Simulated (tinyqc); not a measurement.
Collinear exchange A + BC -> AB + C on a London-Eyring-Polanyi-Sato surface: saddle, string of images and rate: one step, computed by the program tinyqc.

x = r(AB), y = r(BC), r(AC) = x + y. V is counted from separated atoms, the barrier from A + BC, that is V + D(BC).

Task: Frequencies at the saddle. Wilson matrix G = [[1/m_A + 1/m_B, -1/m_B], [-1/m_B, 1/m_B + 1/m_C]]; eigenvalues lambda of G H give nu = 15.6333042 THz x sqrt(|lambda|), the negative one being imaginary. Reactant: nu_BC from k = 2 D beta^2 and 1/m_B + 1/m_C. Skew angle: cos = sqrt(m_A m_C/((m_A + m_B)(m_B + m_C))).

Inputs (values chosen for the exercise, for a model exchange):
```
quantity,value,unit
D(BC),3.67,eV
beta(BC),1.96,1/angstrom
mass of A,12,u
mass of B,16,u
mass of C,28.09,u
```

Hessian (eV/angstrom^2):
```
,x,y
x,-0.52082,2.02733
y,2.02733,23.53037
```

Constants: nu for 1 eV/(angstrom^2 u) = 15.6333042 THz.

Give: imaginary frequency; real frequency at the saddle; nu_BC; skew angle.

Result:

imaginary frequency = 4.492 THz

real frequency at the saddle = 22.45 THz

nu_BC = 26.00 THz

skew angle = 58.50 degrees
